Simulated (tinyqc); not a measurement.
RHF in the sto-3g basis, for BeH2, spin multiplicity 1, step by step (part 1 of 2). Computed by tinyqc, a small Python program that keeps every step (integrals from PySCF). Settings: charge = 0, multiplicity = 1, basis = sto-3g, energy threshold = 1e-08, iteration cap = 64, orthogonalisation = symmetric, start = Wolfsberg-Helmholz matrix, DIIS depth = 6, method = RHF. Command: `OMP_NUM_THREADS=1 python tinyqc.py 20777 20778 out.jsonl` (the two numbers bound the seeds that draw the settings). One thread of a shared host (Intel(R) Xeon(R) Processor @ 2.60GHz), about 0.08 s of CPU time with the checks. Later iterations appear only in the table of the cycle.

## One-electron integrals

Geometry (angstrom):
```
atom         x          y         z
Be    0.000000   0.000000  0.000000
H     0.000000   1.819000  0.000000
H     0.000000  -1.819000  0.000000
```

Basis sto-3g: exponents (1/bohr^2) and contraction coefficients of normalised primitives:
```
element  l (shell)   exponent  coefficient
Be           s (1)  30.167871     0.154329
Be           s (1)   5.495115     0.535328
Be           s (1)   1.487193     0.444635
Be           s (2)   1.314833    -0.099967
Be           s (2)   0.305539     0.399513
Be           s (2)   0.099371     0.700115
Be           p (3)   1.314833     0.155916
Be           p (3)   0.305539     0.607684
Be           p (3)   0.099371     0.391957
H            s (1)   3.425251     0.154329
H            s (1)   0.623914     0.535328
H            s (1)   0.168855     0.444635
```

Overlap, kinetic and nuclear-attraction integrals over the contracted functions; the nuclear repulsion is the sum of Za Zb / Rab.

nuclear repulsion = 2.47279071 hartree

overlap S:
```
           1Be 1s    1Be 2s   1Be 2px    1Be 2py   1Be 2pz     2H 1s      3H 1s
1Be 1s   1.000000  0.259517  0.000000   0.000000  0.000000  0.024212   0.024212
1Be 2s   0.259517  1.000000  0.000000   0.000000  0.000000  0.285499   0.285499
1Be 2px  0.000000  0.000000  1.000000   0.000000  0.000000  0.000000   0.000000
1Be 2py  0.000000  0.000000  0.000000   1.000000  0.000000  0.370120  -0.370120
1Be 2pz  0.000000  0.000000  0.000000   0.000000  1.000000  0.000000   0.000000
2H 1s    0.024212  0.285499  0.000000   0.370120  0.000000  1.000000   0.004335
3H 1s    0.024212  0.285499  0.000000  -0.370120  0.000000  0.004335   1.000000
```

kinetic energy T (hartree):
```
            1Be 1s     1Be 2s   1Be 2px    1Be 2py   1Be 2pz      2H 1s      3H 1s
1Be 1s    6.693975  -0.033012  0.000000   0.000000  0.000000  -0.007276  -0.007276
1Be 2s   -0.033012   0.211111  0.000000   0.000000  0.000000   0.016348   0.016348
1Be 2px   0.000000   0.000000  0.660592   0.000000  0.000000   0.000000   0.000000
1Be 2py   0.000000   0.000000  0.000000   0.660592  0.000000   0.069887  -0.069887
1Be 2pz   0.000000   0.000000  0.000000   0.000000  0.660592   0.000000   0.000000
2H 1s    -0.007276   0.016348  0.000000   0.069887  0.000000   0.760032  -0.002414
3H 1s    -0.007276   0.016348  0.000000  -0.069887  0.000000  -0.002414   0.760032
```

nuclear attraction V (hartree):
```
             1Be 1s     1Be 2s    1Be 2px    1Be 2py    1Be 2pz      2H 1s      3H 1s
1Be 1s   -15.142925  -2.050241   0.000000   0.000000   0.000000  -0.189982  -0.189982
1Be 2s    -2.050241  -2.885954   0.000000   0.000000   0.000000  -0.710480  -0.710480
1Be 2px    0.000000   0.000000  -2.821677   0.000000   0.000000   0.000000   0.000000
1Be 2py    0.000000   0.000000   0.000000  -2.957893   0.000000  -0.894353   0.894353
1Be 2pz    0.000000   0.000000   0.000000   0.000000  -2.821677   0.000000   0.000000
2H 1s     -0.189982  -0.710480   0.000000  -0.894353   0.000000  -2.534644  -0.013635
3H 1s     -0.189982  -0.710480   0.000000   0.894353   0.000000  -0.013635  -2.534644
```

core Hamiltonian H = T + V (hartree):
```
            1Be 1s     1Be 2s    1Be 2px    1Be 2py    1Be 2pz      2H 1s      3H 1s
1Be 1s   -8.448950  -2.083254   0.000000   0.000000   0.000000  -0.197258  -0.197258
1Be 2s   -2.083254  -2.674843   0.000000   0.000000   0.000000  -0.694132  -0.694132
1Be 2px   0.000000   0.000000  -2.161085   0.000000   0.000000   0.000000   0.000000
1Be 2py   0.000000   0.000000   0.000000  -2.297301   0.000000  -0.824466   0.824466
1Be 2pz   0.000000   0.000000   0.000000   0.000000  -2.161085   0.000000   0.000000
2H 1s    -0.197258  -0.694132   0.000000  -0.824466   0.000000  -1.774612  -0.016050
3H 1s    -0.197258  -0.694132   0.000000   0.824466   0.000000  -0.016050  -1.774612
```

## Two-electron integrals

Functions are numbered as in S; the eight-fold symmetry (ij|kl) = (ji|kl) = (kl|ij) leaves the list below.

Two-electron integrals (ij|kl) in chemists' order, unique and non-zero (hartree):
```
(11|11) 2.298831    (21|11) 0.392036    (21|21) 0.079539    (22|11) 0.570988
(22|21) 0.143041    (22|22) 0.417683    (31|31) 0.014607    (32|31) 0.021888
(32|32) 0.092265    (33|11) 0.569578    (33|21) 0.143083    (33|22) 0.417589
(33|33) 0.449859    (41|41) 0.014607    (42|41) 0.021888    (42|42) 0.092265
(43|43) 0.024249    (44|11) 0.569578    (44|21) 0.143083    (44|22) 0.417589
(44|33) 0.401360    (44|44) 0.449859    (51|51) 0.014607    (52|51) 0.021888
(52|52) 0.092265    (53|53) 0.024249    (54|54) 0.024249    (55|11) 0.569578
(55|21) 0.143083    (55|22) 0.417589    (55|33) 0.401360    (55|44) 0.401360
(55|55) 0.449859    (61|11) 0.036059    (61|21) 0.007313    (61|22) 0.013277
(61|33) 0.013192    (61|41) 0.000659    (61|42) 0.001243    (61|44) 0.013454
(61|55) 0.013192    (61|61) 0.000706    (62|11) 0.116765    (62|21) 0.029836
(62|22) 0.099083    (62|33) 0.095015    (62|41) 0.003819    (62|42) 0.026248
(62|44) 0.107120    (62|55) 0.095015    (62|61) 0.003038    (62|62) 0.040145
(63|31) 0.002309    (63|32) 0.011739    (63|43) 0.004189    (63|63) 0.002999
(64|11) 0.137480    (64|21) 0.035466    (64|22) 0.122796    (64|33) 0.115719
(64|41) 0.006017    (64|42) 0.040201    (64|44) 0.136817    (64|55) 0.115719
(64|61) 0.003720    (64|62) 0.055638    (64|64) 0.078498    (65|51) 0.002309
(65|52) 0.011739    (65|54) 0.004189    (65|65) 0.002999    (66|11) 0.290574
(66|21) 0.075354    (66|22) 0.281184    (66|33) 0.262558    (66|41) 0.009612
(66|42) 0.089568    (66|44) 0.318050    (66|55) 0.262558    (66|61) 0.007730
(66|62) 0.154383    (66|64) 0.224106    (66|66) 0.774606    (71|11) 0.036059
(71|21) 0.007313    (71|22) 0.013277    (71|33) 0.013192    (71|41) -0.000659
(71|42) -0.001243   (71|44) 0.013454    (71|55) 0.013192    (71|61) 0.000643
(71|62) 0.002562    (71|64) 0.002975    (71|66) 0.006480    (71|71) 0.000706
(72|11) 0.116765    (72|21) 0.029836    (72|22) 0.099083    (72|33) 0.095015
(72|41) -0.003819   (72|42) -0.026248   (72|44) 0.107120    (72|55) 0.095015
(72|61) 0.002562    (72|62) 0.017956    (72|64) 0.021096    (72|66) 0.050232
(72|71) 0.003038    (72|72) 0.040145    (73|31) 0.002309    (73|32) 0.011739
(73|43) -0.004189   (73|63) 0.000930    (73|73) 0.002999    (74|11) -0.137480
(74|21) -0.035466   (74|22) -0.122796   (74|33) -0.115719   (74|41) 0.006017
(74|42) 0.040201    (74|44) -0.136817   (74|55) -0.115719   (74|61) -0.002975
(74|62) -0.021096   (74|64) -0.024557   (74|66) -0.059538   (74|71) -0.003720
(74|72) -0.055638   (74|74) 0.078498    (75|51) 0.002309    (75|52) 0.011739
(75|54) -0.004189   (75|65) 0.000930    (75|75) 0.002999    (76|11) 0.002675
(76|21) 0.000662    (76|22) 0.001876    (76|33) 0.001859    (76|44) 0.001908
(76|55) 0.001859    (76|61) 0.000061    (76|62) 0.000452    (76|64) 0.000564
(76|66) 0.001297    (76|71) 0.000061    (76|72) 0.000452    (76|74) -0.000564
(76|76) 0.000008    (77|11) 0.290574    (77|21) 0.075354    (77|22) 0.281184
(77|33) 0.262558    (77|41) -0.009612   (77|42) -0.089568   (77|44) 0.318050
(77|55) 0.262558    (77|61) 0.006480    (77|62) 0.050232    (77|64) 0.059538
(77|66) 0.145458    (77|71) 0.007730    (77|72) 0.154383    (77|74) -0.224106
(77|76) 0.001297    (77|77) 0.774606
```

## Orthogonalisation

S = U s U^T; symmetric (Loewdin) form X = U s^(-1/2) U^T, so that X^T S X = 1.

eigenvalues of S: 0.474399  0.536669  0.970139  1.000000  1.000000  1.497527  1.521266

X:
```
            1Be 1s     1Be 2s   1Be 2px    1Be 2py   1Be 2pz      2H 1s      3H 1s
1Be 1s    1.028144  -0.145753  0.000000   0.000000  0.000000   0.019126   0.019126
1Be 2s   -0.145753   1.100788  0.000000   0.000000  0.000000  -0.163795  -0.163795
1Be 2px   0.000000   0.000000  1.000000   0.000000  0.000000   0.000000   0.000000
1Be 2py   0.000000   0.000000  0.000000   1.129993  0.000000  -0.226662   0.226662
1Be 2pz   0.000000   0.000000  0.000000   0.000000  1.000000   0.000000   0.000000
2H 1s     0.019126  -0.163795  0.000000  -0.226662  0.000000   1.100602  -0.032046
3H 1s     0.019126  -0.163795  0.000000   0.226662  0.000000  -0.032046   1.100602
```

## Starting guess

The start is the generalised Wolfsberg-Helmholz matrix (K = 1.75) built on H; D = 2 C_occ C_occ^T.

D at the start:
```
            1Be 1s     1Be 2s   1Be 2px    1Be 2py   1Be 2pz      2H 1s      3H 1s
1Be 1s    2.047498  -0.212371  0.000000   0.000000  0.000000  -0.192975  -0.192975
1Be 2s   -0.212371   0.972789  0.000000   0.000000  0.000000   0.504518   0.504518
1Be 2px   0.000000   0.000000  0.000000   0.000000  0.000000   0.000000   0.000000
1Be 2py   0.000000   0.000000  0.000000   0.999831  0.000000   0.428528  -0.428528
1Be 2pz   0.000000   0.000000  0.000000   0.000000  0.000000   0.000000   0.000000
2H 1s    -0.192975   0.504518  0.000000   0.428528  0.000000   0.448754   0.081420
3H 1s    -0.192975   0.504518  0.000000  -0.428528  0.000000   0.081420   0.448754
```

## Iteration 1: building the Fock matrix

J_ij = sum D_kl (ij|kl), K_ij = sum D_kl (ik|jl); F = H + J - 0.5 K; E = tr D H + tr D J / 2 - 0.25 tr D K + E_nn.

Coulomb J (hartree):
```
           1Be 1s    1Be 2s   1Be 2px    1Be 2py   1Be 2pz     2H 1s      3H 1s
1Be 1s   6.369960  1.234215  0.000000   0.000000  0.000000  0.114347   0.114347
1Be 2s   1.234215  2.585043  0.000000   0.000000  0.000000  0.644017   0.644017
1Be 2px  0.000000  0.000000  2.528825   0.000000  0.000000  0.000000   0.000000
1Be 2py  0.000000  0.000000  0.000000   2.687521  0.000000  0.813220  -0.813220
1Be 2pz  0.000000  0.000000  0.000000   0.000000  2.528825  0.000000   0.000000
2H 1s    0.114347  0.644017  0.000000   0.813220  0.000000  2.011645   0.011927
3H 1s    0.114347  0.644017  0.000000  -0.813220  0.000000  0.011927   2.011645
```

exchange K (hartree):
```
           1Be 1s    1Be 2s   1Be 2px    1Be 2py   1Be 2pz     2H 1s      3H 1s
1Be 1s   4.621107  0.828672  0.000000   0.000000  0.000000  0.075315   0.075315
1Be 2s   0.828672  0.861539  0.000000   0.000000  0.000000  0.425565   0.425565
1Be 2px  0.000000  0.000000  0.166539   0.000000  0.000000  0.000000   0.000000
1Be 2py  0.000000  0.000000  0.000000   0.937605  0.000000  0.498370  -0.498370
1Be 2pz  0.000000  0.000000  0.000000   0.000000  0.166539  0.000000   0.000000
2H 1s    0.075315  0.425565  0.000000   0.498370  0.000000  0.810329   0.004223
3H 1s    0.075315  0.425565  0.000000  -0.498370  0.000000  0.004223   0.810329
```

Fock matrix F (hartree):
```
            1Be 1s     1Be 2s   1Be 2px    1Be 2py   1Be 2pz      2H 1s      3H 1s
1Be 1s   -4.389544  -1.263374  0.000000   0.000000  0.000000  -0.120568  -0.120568
1Be 2s   -1.263374  -0.520569  0.000000   0.000000  0.000000  -0.262898  -0.262898
1Be 2px   0.000000   0.000000  0.284471   0.000000  0.000000   0.000000   0.000000
1Be 2py   0.000000   0.000000  0.000000  -0.078583  0.000000  -0.260432   0.260432
1Be 2pz   0.000000   0.000000  0.000000   0.000000  0.284471   0.000000   0.000000
2H 1s    -0.120568  -0.262898  0.000000  -0.260432  0.000000  -0.168132  -0.006235
3H 1s    -0.120568  -0.262898  0.000000   0.260432  0.000000  -0.006235  -0.168132
```

total energy of this density = -15.34830922 hartree

## Iteration 1: diagonalisation and new density

Diagonalise F' = X^T F X, C = X C', fill 3 alpha and 3 beta electrons from the bottom; D = 2 C_occ C_occ^T. Each column has its largest component positive (the first on a tie).

F' = X^T F X (hartree):
```
           1          2         3          4         5          6          7
1  -4.279193  -0.696620  0.000000   0.000000  0.000000   0.024015   0.024015
2  -0.696620  -0.149908  0.000000   0.000000  0.000000  -0.223952  -0.223952
3   0.000000   0.000000  0.284471   0.000000  0.000000   0.000000   0.000000
4   0.000000   0.000000  0.000000   0.149837  0.000000  -0.298391   0.298391
5   0.000000   0.000000  0.000000   0.000000  0.284471   0.000000   0.000000
6   0.024015  -0.223952  0.000000  -0.298391  0.000000   0.005730  -0.045939
7   0.024015  -0.223952  0.000000   0.298391  0.000000  -0.045939   0.005730
```

orbital energies (hartree): MO1 -4.393621, MO2 -0.355884, MO3 -0.324081, MO4 0.280196, MO5 0.284471, MO6 0.284471, MO7 0.525587

coefficients C:
```
               MO1        MO2        MO3        MO4        MO5       MO6        MO7
1Be 1s    0.990965  -0.202580   0.000000  -0.236657   0.000000  0.000000   0.000000
1Be 2s    0.033868   0.617467   0.000000   0.950907   0.000000  0.000000   0.000000
1Be 2px   0.000000   0.000000   0.000000   0.000000  -0.217780  0.975998   0.000000
1Be 2py   0.000000   0.000000   0.512053   0.000000   0.000000  0.000000   1.057089
1Be 2pz   0.000000   0.000000   0.000000   0.000000   0.975998  0.217780   0.000000
2H 1s    -0.004605   0.420156   0.447414  -0.649267   0.000000  0.000000  -0.701884
3H 1s    -0.004605   0.420156  -0.447414  -0.649267   0.000000  0.000000   0.701884
```

D after iteration 1:
```
            1Be 1s     1Be 2s   1Be 2px    1Be 2py   1Be 2pz      2H 1s      3H 1s
1Be 1s    2.046099  -0.183049  0.000000   0.000000  0.000000  -0.179356  -0.179356
1Be 2s   -0.183049   0.764824  0.000000   0.000000  0.000000   0.518553   0.518553
1Be 2px   0.000000   0.000000  0.000000   0.000000  0.000000   0.000000   0.000000
1Be 2py   0.000000   0.000000  0.000000   0.524397  0.000000   0.458200  -0.458200
1Be 2pz   0.000000   0.000000  0.000000   0.000000  0.000000   0.000000   0.000000
2H 1s    -0.179356   0.518553  0.000000   0.458200  0.000000   0.753464  -0.047254
3H 1s    -0.179356   0.518553  0.000000  -0.458200  0.000000  -0.047254   0.753464
```

Within a degenerate level the vectors are fixed only up to a rotation; this is one choice.

## Iteration 2: building the Fock matrix

As before.

Coulomb J (hartree):
```
           1Be 1s    1Be 2s   1Be 2px    1Be 2py   1Be 2pz     2H 1s      3H 1s
1Be 1s   6.201420  1.192592  0.000000   0.000000  0.000000  0.110474   0.110474
1Be 2s   1.192592  2.498970  0.000000   0.000000  0.000000  0.642637   0.642637
1Be 2px  0.000000  0.000000  2.438071   0.000000  0.000000  0.000000   0.000000
1Be 2py  0.000000  0.000000  0.000000   2.610712  0.000000  0.819258  -0.819258
1Be 2pz  0.000000  0.000000  0.000000   0.000000  2.438071  0.000000   0.000000
2H 1s    0.110474  0.642637  0.000000   0.819258  0.000000  2.108951   0.011548
3H 1s    0.110474  0.642637  0.000000  -0.819258  0.000000  0.011548   2.108951
```

exchange K (hartree):
```
           1Be 1s    1Be 2s   1Be 2px    1Be 2py   1Be 2pz      2H 1s      3H 1s
1Be 1s   4.620112  0.813127  0.000000   0.000000  0.000000   0.076834   0.076834
1Be 2s   0.813127  0.769234  0.000000   0.000000  0.000000   0.437340   0.437340
1Be 2px  0.000000  0.000000  0.139956   0.000000  0.000000   0.000000   0.000000
1Be 2py  0.000000  0.000000  0.000000   0.778784  0.000000   0.518036  -0.518036
1Be 2pz  0.000000  0.000000  0.000000   0.000000  0.139956   0.000000   0.000000
2H 1s    0.076834  0.437340  0.000000   0.518036  0.000000   1.018360  -0.007513
3H 1s    0.076834  0.437340  0.000000  -0.518036  0.000000  -0.007513   1.018360
```

Fock matrix F (hartree):
```
            1Be 1s     1Be 2s   1Be 2px    1Be 2py   1Be 2pz      2H 1s      3H 1s
1Be 1s   -4.557586  -1.297225  0.000000   0.000000  0.000000  -0.125202  -0.125202
1Be 2s   -1.297225  -0.560490  0.000000   0.000000  0.000000  -0.270165  -0.270165
1Be 2px   0.000000   0.000000  0.207009   0.000000  0.000000   0.000000   0.000000
1Be 2py   0.000000   0.000000  0.000000  -0.075981  0.000000  -0.264226   0.264226
1Be 2pz   0.000000   0.000000  0.000000   0.000000  0.207009   0.000000   0.000000
2H 1s    -0.125202  -0.270165  0.000000  -0.264226  0.000000  -0.174842  -0.000745
3H 1s    -0.125202  -0.270165  0.000000   0.264226  0.000000  -0.000745  -0.174842
```

total energy of this density = -15.42437905 hartree

## Iteration 2: DIIS over 2 matrices

error matrix X^T (FDS - SDF) X:
```
           1          2         3          4         5          6          7
1   0.000000  -0.018363  0.000000   0.000000  0.000000   0.017108   0.017108
2   0.018363   0.000000  0.000000   0.000000  0.000000  -0.025281  -0.025281
3   0.000000   0.000000  0.000000   0.000000  0.000000   0.000000   0.000000
4   0.000000   0.000000  0.000000   0.000000  0.000000   0.011609  -0.011609
5   0.000000   0.000000  0.000000   0.000000  0.000000   0.000000   0.000000
6  -0.017108   0.025281  0.000000  -0.011609  0.000000   0.000000   0.000000
7  -0.017108   0.025281  0.000000   0.011609  0.000000   0.000000   0.000000
```

B (overlaps of the stored error matrices):
```
               1              2
1  2.7997749e-01  1.0147972e-02
2  1.0147972e-02  4.9407094e-03
```

Minimise |sum c_i e_i|^2 with sum c_i = 1: solve [B -1; -1 0][c; lambda] = [0; -1] with B_ij = tr e_i^T e_j, and take F = sum c_i F_i.

DIIS coefficients: -0.019678  1.019678

extrapolated F (hartree):
```
            1Be 1s     1Be 2s   1Be 2px    1Be 2py   1Be 2pz      2H 1s      3H 1s
1Be 1s   -4.560893  -1.297891  0.000000   0.000000  0.000000  -0.125293  -0.125293
1Be 2s   -1.297891  -0.561276  0.000000   0.000000  0.000000  -0.270308  -0.270308
1Be 2px   0.000000   0.000000  0.205485   0.000000  0.000000   0.000000   0.000000
1Be 2py   0.000000   0.000000  0.000000  -0.075929  0.000000  -0.264301   0.264301
1Be 2pz   0.000000   0.000000  0.000000   0.000000  0.205485   0.000000   0.000000
2H 1s    -0.125293  -0.270308  0.000000  -0.264301  0.000000  -0.174974  -0.000637
3H 1s    -0.125293  -0.270308  0.000000   0.264301  0.000000  -0.000637  -0.174974
```

## Iteration 2: diagonalisation and new density

As before.

F' = X^T F X (hartree):
```
           1          2         3          4         5          6          7
1  -4.451132  -0.703251  0.000000   0.000000  0.000000   0.021564   0.021564
2  -0.703251  -0.186971  0.000000   0.000000  0.000000  -0.225816  -0.225816
3   0.000000   0.000000  0.205485   0.000000  0.000000   0.000000   0.000000
4   0.000000   0.000000  0.000000   0.155912  0.000000  -0.301228   0.301228
5   0.000000   0.000000  0.000000   0.000000  0.205485   0.000000   0.000000
6   0.021564  -0.225816  0.000000  -0.301228  0.000000   0.000626  -0.039331
7   0.021564  -0.225816  0.000000   0.301228  0.000000  -0.039331   0.000626
```

orbital energies (hartree): MO1 -4.564213, MO2 -0.376928, MO3 -0.331993, MO4 0.205485, MO5 0.205485, MO6 0.264334, MO7 0.527862

coefficients C:
```
               MO1        MO2        MO3       MO4       MO5        MO6        MO7
1Be 1s    0.992018  -0.207745   0.000000  0.000000  0.000000  -0.227591   0.000000
1Be 2s    0.030014   0.646909   0.000000  0.000000  0.000000   0.931260   0.000000
1Be 2px   0.000000   0.000000   0.000000  0.000000  1.000000   0.000000   0.000000
1Be 2py   0.000000   0.000000   0.501738  0.000000  0.000000   0.000000   1.062024
1Be 2pz   0.000000   0.000000   0.000000  1.000000  0.000000   0.000000   0.000000
2H 1s    -0.003704   0.399681   0.454226  0.000000  0.000000  -0.662073  -0.697496
3H 1s    -0.003704   0.399681  -0.454226  0.000000  0.000000  -0.662073   0.697496
```

D after iteration 2:
```
            1Be 1s     1Be 2s   1Be 2px    1Be 2py   1Be 2pz      2H 1s      3H 1s
1Be 1s    2.054516  -0.209234  0.000000   0.000000  0.000000  -0.173413  -0.173413
1Be 2s   -0.209234   0.838784  0.000000   0.000000  0.000000   0.516892   0.516892
1Be 2px   0.000000   0.000000  0.000000   0.000000  0.000000   0.000000   0.000000
1Be 2py   0.000000   0.000000  0.000000   0.503482  0.000000   0.455805  -0.455805
1Be 2pz   0.000000   0.000000  0.000000   0.000000  0.000000   0.000000   0.000000
2H 1s    -0.173413   0.516892  0.000000   0.455805  0.000000   0.732160  -0.093125
3H 1s    -0.173413   0.516892  0.000000  -0.455805  0.000000  -0.093125   0.732160
```

Within a degenerate level the vectors are fixed only up to a rotation; this is one choice.
